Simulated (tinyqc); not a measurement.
CCSD on RHF in the sto-6g basis, for H3-, spin multiplicity 1, step by step. The basis has no diffuse functions, so it cannot describe the extra electron: this is an exercise in the method, not the real anion. Computed by tinyqc, a small Python program that keeps every step (integrals from PySCF). Settings: charge = -1, multiplicity = 1, basis = sto-6g, method = RHF, energy threshold = 1e-10, iteration cap = 50, orthogonalisation = symmetric, start = Wolfsberg-Helmholz matrix, DIIS depth = 6, amplitude equations = CCSD, DIIS depth for amplitudes = 0, cap on updates = 58. Command: `OMP_NUM_THREADS=1 python tinyqc.py 27765 27766 out.jsonl` (the two numbers bound the seeds that draw the settings). One thread of a shared host (Intel(R) Xeon(R) Processor @ 2.60GHz), about 0.2 s of CPU time with the checks. The early iterations of the SCF are left out here.

## One-electron integrals

Geometry (angstrom):

| atom | x | y | z |
|---|---|---|---|
| H | 0.0000 | 0.0000 | 0.0000 |
| H | 0.0000 | 0.0000 | 1.2090 |
| H | 0.0000 | 1.0490 | -0.6010 |

Basis sto-6g: exponents (1/bohr^2) and contraction coefficients of normalised primitives:

| element | l (shell) | exponent | coefficient |
|---|---|---|---|
| H | s (1) | 35.5232 | 0.0092 |
| H | s (1) | 6.5131 | 0.0494 |
| H | s (1) | 1.8221 | 0.1685 |
| H | s (1) | 0.6260 | 0.3706 |
| H | s (1) | 0.2431 | 0.4165 |
| H | s (1) | 0.1001 | 0.1303 |

Overlap, kinetic and nuclear-attraction integrals over the contracted functions; the nuclear repulsion is the sum of Za Zb / Rab.

nuclear repulsion = 1.128360 hartree

overlap S, lower triangle:
```
        1H 1s   2H 1s   3H 1s
1H 1s  1.0000
2H 1s  0.3829  1.0000
3H 1s  0.3829  0.1034  1.0000
```

kinetic energy T (hartree), lower triangle:
```
        1H 1s    2H 1s   3H 1s
1H 1s  0.7685
2H 1s  0.0523   0.7685
3H 1s  0.0523  -0.0121  0.7685
```

nuclear attraction V (hartree), lower triangle:
```
         1H 1s    2H 1s    3H 1s
1H 1s  -2.1034
2H 1s  -0.6865  -1.9243
3H 1s  -0.6865  -0.1685  -1.9243
```

core Hamiltonian H = T + V (hartree), lower triangle:
```
         1H 1s    2H 1s    3H 1s
1H 1s  -1.3348
2H 1s  -0.6342  -1.1558
3H 1s  -0.6342  -0.1805  -1.1558
```

## Two-electron integrals

Functions are numbered as in S; the eight-fold symmetry (ij|kl) = (ji|kl) = (kl|ij) leaves the list below.

Two-electron integrals (ij|kl) in chemists' order, unique and non-zero (hartree):
```
(11|11) 0.7750   (21|11) 0.2238   (21|21) 0.0891   (22|11) 0.4154
(22|21) 0.2238   (22|22) 0.7750   (31|11) 0.2238   (31|21) 0.0651
(31|22) 0.1250   (31|31) 0.0891   (32|11) 0.0527   (32|21) 0.0196
(32|22) 0.0469   (32|31) 0.0196   (32|32) 0.0053   (33|11) 0.4154
(33|21) 0.1250   (33|22) 0.2523   (33|31) 0.2238   (33|32) 0.0469
(33|33) 0.7750
```

## Orthogonalisation

S = U s U^T; symmetric (Loewdin) form X = U s^(-1/2) U^T, so that X^T S X = 1.

eigenvalues of S: 0.5077  0.8966  1.5957

X, lower triangle:
```
         1H 1s   2H 1s   3H 1s
1H 1s   1.1266
2H 1s  -0.2153  1.0623
3H 1s  -0.2153  0.0062  1.0623
```

## Iteration 5 (converged): orbitals

converged F (hartree), lower triangle:
```
         1H 1s    2H 1s   3H 1s
1H 1s   0.1345
2H 1s  -0.2143   0.1509
3H 1s  -0.2143  -0.0361  0.1509
```

Diagonalise F' = X^T F X, C = X C', fill 2 alpha and 2 beta electrons from the bottom; D = 2 C_occ C_occ^T. Each column has its largest component positive (the first on a tie).

F' = X^T F X (hartree), lower triangle:
```
         1       2       3
1   0.3893
2  -0.3368  0.2746
3  -0.3369  0.0661  0.2746
```

orbital energies (hartree): MO1 -0.1120, MO2 0.2086, MO3 0.8420

coefficients C:
```
          MO1      MO2      MO3
1H 1s  0.5553   0.0000   1.0265
2H 1s  0.3993   0.7468  -0.6765
3H 1s  0.3994  -0.7467  -0.6766
```

D after iteration 5, lower triangle:
```
        1H 1s    2H 1s   3H 1s
1H 1s  0.6168
2H 1s  0.4435   1.4343
3H 1s  0.4435  -0.7963  1.4342
```

## Convergence

Stop when the energy changes by less than 1e-10 hartree and every element of the error matrix X^T (F D S - S D F) X is below 3e-06.

Course of the cycle:

| iteration | E (hartree) | change | largest element of the error matrix |
|---|---|---|---|
| 1 | -1.256184 | - | 7.76e-02 |
| 2 | -1.263154 | -6.97e-03 | 7.68e-03 |
| 3 | -1.263223 | -6.88e-05 | 1.09e-05 |
| 4 | -1.263223 | -1.37e-10 | 3.23e-07 |
| 5 | -1.263223 | -9.15e-14 | 1.62e-07 |

PySCF RHF in the same basis = -1.263223 hartree

Converged in 5 iterations.

## Integrals over molecular orbitals

(pq|rs) = sum C_ip C_jq C_kr C_ls (ij|kl), one index at a time.

one-electron integrals over orbitals h = C^T H C (hartree), lower triangle:
```
         1        2        3
1  -1.4005
2   0.0000  -1.0877
3  -0.0822   0.0000  -0.8681
```

Two-electron integrals over orbitals (pq|rs), unique and non-zero (hartree):
```
(11|11) 0.5210      (21|11) -8.32e-06   (21|21) 0.1501      (22|11) 0.4587
(22|21) 9.26e-06    (22|22) 0.5289      (31|11) 0.0715      (31|21) 6.00e-06
(31|22) -0.0639     (31|31) 0.1459      (32|11) 8.99e-06    (32|21) -0.1385
(32|22) -1.08e-05   (32|31) -2.42e-06   (32|32) 0.1420      (33|11) 0.5333
(33|21) -3.95e-06   (33|22) 0.4657      (33|31) 0.0906      (33|32) 5.71e-06
(33|33) 0.5753
```

## CCSD: starting amplitudes

t_ij^ab = <ij||ab> / (e_i + e_j - e_a - e_b), whose energy is MP2.

Starting amplitudes (spin orbitals 1a, 1b, ...; amplitudes related by a flip of all spins are not repeated):

| from | to | t |
|---|---|---|
| 2a 2b | 3a 3b | -0.1121 |
| 1a 1b | 3a 3b | -0.0764 |
| 1a 2b | 3a 3b | 1.52e-06 |

correlation energy = -0.027062 hartree

## CCSD: amplitude update 1

t_i^a D_i^a and t_ij^ab D_ij^ab are set to the remaining terms of the spin-orbital equations, evaluated with the old amplitudes; for the doubles these are <ij||ab> + 1/2 <ab||ef> t_ij^ef + 1/2 <mn||ij> t_mn^ab + P(ij)P(ab) <mb||ej> t_im^ae + terms in t^2 + terms with t1, D the orbital-energy denominators.

Amplitudes after update 1 (spin orbitals 1a, 1b, ...; amplitudes related by a flip of all spins are not repeated):

| from | to | t |
|---|---|---|
| 2a 2b | 3a 3b | -0.1426 |
| 1a 1b | 3a 3b | -0.0964 |
| 1a | 3a | 0.0178 |
| 1a 2b | 3a 3b | 2.91e-06 |
| 2a | 3a | 1.50e-06 |

correlation energy = -0.034262 hartree

## CCSD: amplitude update 2

As before.

Amplitudes after update 2 (spin orbitals 1a, 1b, ...; amplitudes related by a flip of all spins are not repeated):

| from | to | t |
|---|---|---|
| 2a 2b | 3a 3b | -0.1542 |
| 1a 1b | 3a 3b | -0.1018 |
| 1a | 3a | 0.0265 |
| 1a 2b | 3a 3b | 3.38e-06 |
| 2a | 3a | 1.83e-06 |

correlation energy = -0.036639 hartree

## CCSD: amplitude update 3

As before.

Amplitudes after update 3 (spin orbitals 1a, 1b, ...; amplitudes related by a flip of all spins are not repeated):

| from | to | t |
|---|---|---|
| 2a 2b | 3a 3b | -0.1592 |
| 1a 1b | 3a 3b | -0.1032 |
| 1a | 3a | 0.0301 |
| 1a 2b | 3a 3b | 3.59e-06 |
| 2a | 3a | 1.94e-06 |

correlation energy = -0.037520 hartree

## CCSD: convergence

E_corr = 1/4 sum <ij||ab> t_ij^ab + 1/2 sum <ij||ab> t_i^a t_j^b; stop when the norm of the change is below 1e-8.

Course of the amplitude iterations:

| update | correlation energy (hartree) | norm of the change |
|---|---|---|
| 0 | -0.027062 | - |
| 1 | -0.034262 | 7.72e-02 |
| 2 | -0.036639 | 2.83e-02 |
| 3 | -0.037520 | 1.16e-02 |
| 4 | -0.037860 | 5.04e-03 |
| 5 | -0.037996 | 2.30e-03 |
| 6 | -0.038052 | 1.09e-03 |
| 7 | -0.038076 | 5.26e-04 |
| 8 | -0.038086 | 2.57e-04 |
| 9 | -0.038091 | 1.27e-04 |
| 10 | -0.038093 | 6.28e-05 |
| 11 | -0.038094 | 3.12e-05 |
| 12 | -0.038095 | 1.55e-05 |
| 13 | -0.038095 | 7.71e-06 |
| 14 | -0.038095 | 3.84e-06 |
| 15 | -0.038095 | 1.91e-06 |
| 16 | -0.038095 | 9.52e-07 |
| 17 | -0.038095 | 4.74e-07 |
| 18 | -0.038095 | 2.36e-07 |
| 19 | -0.038095 | 1.18e-07 |
| 20 | -0.038095 | 5.86e-08 |
| 21 | -0.038095 | 2.92e-08 |
| 22 | -0.038095 | 1.46e-08 |
| 23 | -0.038095 | 7.25e-09 |

Converged amplitudes (spin orbitals 1a, 1b, ...; amplitudes related by a flip of all spins are not repeated):

| from | to | t |
|---|---|---|
| 2a 2b | 3a 3b | -0.1635 |
| 1a 1b | 3a 3b | -0.1031 |
| 1a | 3a | 0.0328 |
| 1a 2b | 3a 3b | 3.80e-06 |
| 2a | 3a | 2.02e-06 |

CCSD total energy = -1.301318 hartree

T1 diagnostic, norm of the one-spin t1 over sqrt(correlated electrons) = 0.0164

Converged in 23 updates.
